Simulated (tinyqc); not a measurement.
What moves the results: BHZ model on a square lattice (one spin block). A value that a table varies takes the place of the one given here.

h(k) = e0 + d.s with s the Pauli matrices in the basis (E, H), k in units of 1/a: dx = (A/a) sin kx, dy = (A/a) sin ky, dz = M - (2B/a^2)(2 - cos kx - cos ky), e0 = -(2D/a^2)(2 - cos kx - cos ky). The other spin block is h*(-k). For small k this is the continuum model with dz = M - B k^2.

Ribbon along x with N rows: cos ky and sin ky become hoppings between rows, block (A/a) sy/(2i) + (B/a^2) sz + D/a^2 from row n to n + 1, and the rows end at hard walls; width (N + 1) a.

Values chosen for the exercise (of the size used for HgTe wells; not measured data):
```
symbol  value        unit           meaning
A       3.92         eV angstrom
B       -74.8        eV angstrom^2
D       -46.3        eV angstrom^2
M       -0.0101      eV             mass term
a       20           angstrom       grid spacing
k       (0.4, 0.51)  1/a            wave vector
```

## Gap of the edge states against width

penetration = 478.69 angstrom
E at kx = 0 = 6.2517 meV

The two middle levels of the ribbon at kx = 0. The continuum edge state has E = -D M/B and penetration 1/Re(l1), l1 = F - sqrt(F^2 - M/B), F = |A|/(2 sqrt(B^2 - D^2)).

Edge levels:
```
N,width (nm),lower (meV),upper (meV),gap (meV)
6,14.0,-18.872,83.766,102.6384
10,22.0,-8.081,45.084,53.1647
14,30.0,-3.408,30.290,33.6981
20,42.0,0.109,20.125,20.0158
28,58.0,2.438,13.988,11.5495
40,82.0,4.137,9.978,5.8415
56,114.0,5.187,7.847,2.6599
```

The two edges of one spin block overlap and open a gap, 102.64 meV at 14 nm and 2.6599 meV at 114 nm, against a bulk gap 2|M| = 20.2 meV at Gamma and a penetration of 47.9 nm. Rows with a gap above 2|M| are narrower than the edge states and hold confined bulk levels. Between the last two widths the gap falls as exp(-W/40.7 nm). The mean of the pair in the widest ribbon is 6.517 meV, against 6.252 for the continuum edge.

## Through the transition

M is varied. Direct gap at Gamma 2|M|; smallest direct gap on kx = 0 to 1 in steps of 0.01; nu = 1 for M/B > 0, else 0; middle gap of a ribbon of 40 rows at kx = 0 (block (A/a) sy/(2i) + (B/a^2) sz + D/a^2 between rows, hard walls).

Against M (meV):
```
M,2|M|,smallest direct gap,nu,ribbon gap
-40,80.0,80.00,1,0.064
-25,50.0,50.00,1,0.821
-15,30.0,30.00,1,3.255
-8,16.0,16.00,1,7.366
-3,6.0,6.00,1,12.142
3,6.0,6.00,0,19.874
8,16.0,16.00,0,27.551
15,30.0,30.00,0,39.434
30,60.0,60.00,0,67.024
```

With B < 0, negative M is inverted. There edge states cross the bulk gap: the ribbon gap is 0.821 against 50.0 meV at M = -25 meV, and 12.142 against 6.0 at -3 meV, where the edge states overlap across the whole ribbon and confinement rules, while for positive M confinement raises it above 2|M| (39.43 against 30 meV at M = 15 meV). The smallest direct gap stays at Gamma on all rows.

## What each parameter does

Levels at k and dz there. Each row changes one parameter from the base and keeps the others.

Results:
```
case,lower (meV),upper (meV),dz (meV)
base,-91.808,187.276,67.017
A = 4.312 eV angstrom,-102.659,198.127,67.017
B = -82.28 eV angstrom^2,-95.672,191.140,74.728
D = -37.04 eV angstrom^2,-101.355,177.730,67.017
M = -0.0051 eV,-94.277,189.745,72.017
a = 22 angstrom,-84.071,162.970,53.633
```

The largest shifts from the base row, up to three for each result and ties (the steps differ in size, so this ranks the rows, not the parameters). lower (meV): A -10.851, D -9.547, a +7.737. upper (meV): a -24.306, A +10.851, D -9.547. dz (meV): a -13.384, B +7.712, M +5.000; unchanged at the printed digits by A and D. D shifts both levels alike and leaves the states, so it cannot change the topology while the gap stays open.

Computed by tinyqc, a small Python program: `OMP_NUM_THREADS=1 python tinyqc.py 1480626 1480627 out.jsonl` (the numbers bound the seed that draws the inputs); one thread of a shared host (Intel(R) Xeon(R) Processor @ 2.30GHz), about 0.07 s for the whole set of steps.
